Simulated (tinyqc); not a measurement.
Mass and optical strength against direction: two-band tight binding of a puckered layer.

With X = kx ax/2 and Y = ky ay/2: h = t2 + 2 cos(Y) (t1 exp(iX) + t3 exp(-iX)) + t5 exp(2iX), d = 4 t4 cos(X) cos(Y), H = [[d, h], [h*, d]], E = d -/+ |h|.

Inputs chosen for the exercise (near a published set for monolayer black phosphorus; not measured data): ax = 4.38 angstrom (period along x (armchair)); ay = 3.35 angstrom (period along y (zigzag)); t1 = -1.217 eV (along the zigzag); t2 = 3.712 eV (across the pucker); t3 = -0.22 eV (second in the sheet); t4 = -0.102 eV (same sublattice); t5 = -0.052 eV (far across).

masses (m0):
```
                x        y
electron  0.17478  0.82753
hole      0.19202  1.10136
```

chi = -4.59462 eV angstrom

Angle from x. 1/m(theta) = cos^2/mx + sin^2/my. Near Gamma only x-polarised light couples the bands, with strength chi^2 cos^2(theta), chi = ax (t1 - t3 + t5) = d Im(h)/dkx; the positions of the atoms inside the cell, which would change this dipole but not the masses, are left out. The last column is the transition energy at |k| = 0.1 1/angstrom from the full bands, less the gap.

Against angle:

| theta (deg) | m_e (m0) | m_h (m0) | strength (eV^2 angstrom^2) | rise of the transition (eV) |
|---|---|---|---|---|
| 0 | 0.175 | 0.192 | 21.11 | 0.3733 |
| 15 | 0.185 | 0.203 | 19.70 | 0.3549 |
| 30 | 0.218 | 0.242 | 15.83 | 0.3037 |
| 45 | 0.289 | 0.327 | 10.56 | 0.2318 |
| 60 | 0.428 | 0.504 | 5.28 | 0.1575 |
| 75 | 0.662 | 0.836 | 1.41 | 0.1014 |
| 85 | 0.805 | 1.063 | 0.16 | 0.0828 |
| 90 | 0.828 | 1.101 | 0.00 | 0.0804 |

The light-mass direction rules: at 45 degrees the electron mass is still 0.289, 1.65 times the value along x, against 4.7 times at 90 degrees. At |k| = 0.1 the transition has risen 4.6 times as much along x as along y.

Computed by tinyqc, a small Python program: `OMP_NUM_THREADS=1 python tinyqc.py 1452544 1452545 out.jsonl` (the numbers bound the seed that draws the inputs); one thread of a shared host (Intel(R) Xeon(R) Processor @ 2.30GHz), about 0.01 s for the whole set of steps.
